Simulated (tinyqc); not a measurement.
From results to parameters: diatomic chain. Computed by the program tinyqc.

Problem. A chain of two alternating masses has one spring constant k; at the zone edge omega^2 = 2k/M and 2k/m, and wavenumber = 521.4708 sqrt(omega^2) with omega^2 in eV/(angstrom^2 u). Find k, the heavier mass and the optical wavenumber at q = 0.

wavenumbers at the zone edge (cm^-1): 273.629025  636.976847
lighter mass = 31.500000 u

Solution. The upper value gives k = m omega^2/2, the ratio of the squares gives M/m, and at q = 0 omega^2 = 2k (1/m + 1/M), the sum of the two.

k = 23.5000 eV/angstrom^2
heavier mass = 170.7000 u
optical wavenumber at q = 0 = 693.262 cm^-1
